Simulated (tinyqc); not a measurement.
Planar ballistic transistor, top-of-the-barrier model: two steps of the calculation.

At the top of the source barrier, states moving towards the drain are filled by the source (Fermi level 0) and states moving back by the drain (Fermi level -q Vd); nothing scatters. U is the shift of the band edge there, set by the capacitances CG, CD and CS (the total) and by the charge. Parabolic two-dimensional band; the source is grounded.

Values chosen for this exercise; mass and valleys close to those of indium arsenide: temperature T = 200 K; effective mass m = 0.031 m0; valley degeneracy gv = 1; relative permittivity of the gate insulator eox = 22; insulator thickness tox = 3.2 nm; gate control CG/CS aG = 0.78; drain control CD/CS aD = 0.011; band edge at the barrier top above the source Fermi level at zero bias E0 = 0.25 eV; gate voltage Vg = 0.61 V; drain voltage Vd = 0.1 V.

Constants: q = 1.602176634e-19 C, kB = 1.380649e-23 J/K, hbar = 1.054571817e-34 J s, m0 = 9.1093837015e-31 kg, Vt = kB T/q, eps0 = 8.8541878128e-14 F/cm where lengths are in cm. Results are converted to the units shown.

Task 1. Density of states, capacitances and charge at zero bias. N0 = gv m kB T/(pi hbar^2), CG = eps0 eox/tox, vT = sqrt(2 kB T/(pi m)), CS = CG/aG, n0 = n at U = 0 and Vd = 0. eta1 = -(E0 + U)/Vt, eta2 = eta1 - Vd/Vt, n = (N0/2)[F_0(eta1) + F_0(eta2)], F_0(x) = ln(1 + exp x). UL = -(aG Vg + aD Vd).

Wanted: N0; CG; CS; n0; UL.

Result 1.

N0 = 2.2318e11 cm^-2
CG = 6.0873 uF/cm^2
CS = 7.8042 uF/cm^2
n0 = 1.1193e5 cm^-2
UL = -0.47690 eV

Task 2. Self-consistent potential at the barrier top. U(out) = UL + q (n - n0)/CS. U(new) = U + 0.2 (U(out) - U).

U after iteration 1 = -0.46749381 eV
N0 = 2.2318334e11 cm^-2
CS = 7.8041720 uF/cm^2
n0 = 1.1192805e5 cm^-2
UL = -0.4769 eV

Give: eta1; eta2; n; U(out); U after iteration 2.

Result 2.

eta1 = 12.620
eta2 = 6.8173
n = 2.1691e12 cm^-2
U(out) = -0.43237 eV
U after iteration 2 = -0.46047 eV

Program tinyqc, `OMP_NUM_THREADS=1 python tinyqc.py 2400072 2400073 out.jsonl`; Intel Xeon 2.30GHz, shared host, one thread, about 0.01 s.
